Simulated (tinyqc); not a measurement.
Inside a calculation. Method: UHF in the 6-31g basis, for H2-, spin multiplicity 2. The basis has no diffuse functions, so it cannot describe the extra electron: this is an exercise in the method, not the real anion. One step of it, computed by the program tinyqc.

Problem. Iteration 4: diagonalisation and new density. Diagonalise F' = X^T F X, C = X C', fill 2 alpha and 1 beta electrons from the bottom; D(s) = C_occ C_occ^T. Each column has its largest component positive (the first on a tie).

extrapolated F(alpha) (hartree), lower triangle:
```
           1H 1s      1H 2s      2H 1s      2H 2s
1H 1s   0.387681
1H 2s  -0.249545  -0.038569
2H 1s  -0.141239  -0.168947   0.387681
2H 2s  -0.168947  -0.094572  -0.249545  -0.038569
```

extrapolated F(beta) (hartree), lower triangle:
```
           1H 1s      1H 2s      2H 1s     2H 2s
1H 1s   0.669715
1H 2s  -0.057336   0.114093
2H 1s  -0.211157  -0.184390   0.669715
2H 2s  -0.184390  -0.084567  -0.057336  0.114093
```

X, lower triangle:
```
           1H 1s      1H 2s      2H 1s     2H 2s
1H 1s   1.253887
1H 2s  -0.501013   1.488852
2H 1s   0.020589   0.023981   1.253887
2H 2s   0.023981  -0.467968  -0.501013  1.488852
```

Give: F' = X^T F X; orbital energies; coefficients C; F' = X^T F X; orbital energies; coefficients C; D(alpha) after iteration 4; D(beta) after iteration 4.

Solution.

F' = X^T F X (alpha) (hartree), lower triangle:
```
         1        2        3       4
1   0.9016
2  -0.6707   0.4254
3  -0.0227  -0.0540   0.9016
4  -0.0540  -0.1004  -0.6707  0.4254
```

orbital energies (alpha) (hartree): MO1 -0.1739, MO2 0.0770, MO3 1.3732, MO4 1.3777

coefficients C (alpha):
```
          MO1      MO2      MO3      MO4
1H 1s  0.2331   0.2130  -0.9235   0.9336
1H 2s  0.4034   0.9003   1.1144  -0.6872
2H 1s  0.2331  -0.2130   0.9235   0.9336
2H 2s  0.4034  -0.9003  -1.1144  -0.6872
```

F' = X^T F X (beta) (hartree), lower triangle:
```
         1        2        3       4
1   1.1378
2  -0.5477   0.5565
3  -0.0923  -0.1149   1.1378
4  -0.1149  -0.1859  -0.5477  0.5565
```

orbital energies (beta) (hartree): MO1 -0.0356, MO2 0.4895, MO3 1.4517, MO4 1.4830

coefficients C (beta):
```
          MO1      MO2      MO3      MO4
1H 1s  0.1834   0.1195   0.9446  -0.9402
1H 2s  0.4392   1.0073  -0.6648   1.0187
2H 1s  0.1834  -0.1195   0.9446   0.9402
2H 2s  0.4392  -1.0073  -0.6648  -1.0187
```

D(alpha) after iteration 4, lower triangle:
```
         1H 1s    1H 2s   2H 1s   2H 2s
1H 1s   0.0997
1H 2s   0.2858   0.9732
2H 1s   0.0090  -0.0978  0.0997
2H 2s  -0.0978  -0.6478  0.2858  0.9732
```

D(beta) after iteration 4, lower triangle:
```
        1H 1s   1H 2s   2H 1s   2H 2s
1H 1s  0.0336
1H 2s  0.0805  0.1929
2H 1s  0.0336  0.0805  0.0336
2H 2s  0.0805  0.1929  0.0805  0.1929
```
